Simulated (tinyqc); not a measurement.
Kronig-Penney superlattice by transfer matrices: one step. Miniband edges. Four cases, with inputs chosen for the exercise.

Task: The edges are the energies where tr M/2 = +1 (q = 0) or -1 (q = pi/d); the first three minibands.

Wells (width a, potential 0, mass mw) alternate with barriers (width b, height V0, mass mb); period d = a + b; c = hbar^2/2m0. The vector (psi, psi'/m) is continuous, and a layer of thickness t carries it by M = [[cos kt, (m/k) sin kt], [-(k/m) sin kt, cos kt]] with k = sqrt(m (E - V)/c); for E < V, k = i kappa gives [[cosh, (m/kappa) sinh], [(kappa/m) sinh, cosh]] of kappa t. A Bloch state obeys cos(q d) = tr(Mb Mw)/2.

Constants: hbar^2/2m0 = 3.80998211 eV angstrom^2.

Give: Minibands.

Case 1.

Values chosen (near those of a GaAs superlattice with barriers of AlGaAs; shifted at random, so the results belong to these values and not to a real crystal): a = 74 angstrom (well width); b = 40 angstrom (barrier width); V0 = 0.308 eV (barrier height); mw = 0.0655 m0 (mass in the wells); mb = 0.0985 m0 (mass in the barriers).

Result:

Minibands:

| band | bottom (eV) | top (eV) | width (meV) |
|---|---|---|---|
| 1 | 0.0475 | 0.0514 | 4.0 |
| 2 | 0.1827 | 0.2070 | 24.3 |
| 3 | 0.3558 | 0.4607 | 105.0 |

2 minibands of these lie wholly below V0. The first gap is 131.2 meV wide; the single well of width a has E1 = 0.0494 eV, inside the first miniband.

Case 2.

Values chosen (near those of the light valleys of a Si film between layers of SiO2; shifted at random, so the results belong to these values and not to a real crystal): a = 12 angstrom (well width); b = 6 angstrom (barrier width); V0 = 2.996 eV (barrier height); mw = 0.187 m0 (mass in the wells); mb = 0.481 m0 (mass in the barriers).

Result:

Minibands:

| band | bottom (eV) | top (eV) | width (meV) |
|---|---|---|---|
| 1 | 0.4841 | 0.5279 | 43.8 |
| 2 | 2.0312 | 2.3069 | 275.7 |
| 3 | 3.9673 | 5.2708 | 1303.5 |

2 minibands of these lie wholly below V0. The first gap is 1503.3 meV wide; the single well of width a has E1 = 0.5055 eV, inside the first miniband.

Case 3.

Values chosen (near those of a GaAs superlattice with barriers of AlGaAs; shifted at random, so the results belong to these values and not to a real crystal): a = 104 angstrom (well width); b = 25 angstrom (barrier width); V0 = 0.259 eV (barrier height); mw = 0.0673 m0 (mass in the wells); mb = 0.0936 m0 (mass in the barriers).

Result:

Minibands:

| band | bottom (eV) | top (eV) | width (meV) |
|---|---|---|---|
| 1 | 0.0249 | 0.0329 | 8.0 |
| 2 | 0.0997 | 0.1323 | 32.6 |
| 3 | 0.2229 | 0.2998 | 77.0 |

2 minibands of these lie wholly below V0. The first gap is 66.8 meV wide; the single well of width a has E1 = 0.0289 eV, inside the first miniband.

Case 4.

Values chosen (near those of an InGaAs superlattice with barriers of InP; shifted at random, so the results belong to these values and not to a real crystal): a = 81 angstrom (well width); b = 29 angstrom (barrier width); V0 = 0.238 eV (barrier height); mw = 0.04 m0 (mass in the wells); mb = 0.081 m0 (mass in the barriers).

Result:

Minibands:

| band | bottom (eV) | top (eV) | width (meV) |
|---|---|---|---|
| 1 | 0.0414 | 0.0618 | 20.4 |
| 2 | 0.1794 | 0.2631 | 83.6 |
| 3 | 0.4074 | 0.6262 | 218.9 |

1 miniband of these lies wholly below V0. The first gap is 117.6 meV wide; the single well of width a has E1 = 0.0506 eV, inside the first miniband.

Computed by tinyqc, one run a case: `OMP_NUM_THREADS=1 python tinyqc.py N N+1 out.jsonl` with N = 1281532, 1281747, 1281788, 1281919; one thread of a shared Intel(R) Xeon(R) Processor @ 2.30GHz, about 0.08 s a run at most.
